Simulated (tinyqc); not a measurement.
Stress in a transistor channel from embedded alloy regions, liners and fins, by half-space elasticity: one step, computed by the program tinyqc. Command: `OMP_NUM_THREADS=1 python tinyqc.py 3007809 3007810 out.jsonl stressor walk`. One thread of a shared host (Intel(R) Xeon(R) Processor @ 2.30GHz), about 0.01 s of CPU time with the checks.

Plane strain in an isotropic half-space, the same constants everywhere; x along the channel from its centre, y downwards from the free surface; stress is positive in tension.

Problem. Relaxation at the ends of a cut stripe. Shear-lag estimate for a stripe of length l and height h on a like substrate: the stress along it is s(x)/s_film = 1 - cosh(x/lam)/cosh(l/(2 lam)), lam = (pi/2) g h with g = 1.258; mean = 1 - (2 lam/l) tanh(l/(2 lam)).

Inputs (values chosen for the exercise, modelled on silicon): length of a cut fin or stripe = 140 nm; height of the strained layer h = 44 nm.

Give: transfer length lam; share kept at the centre; share kept on average.

Solution.

transfer length lam = 86.95 nm

share kept at the centre = 0.2548

share kept on average = 0.1717

Cutting has released much of the strain.
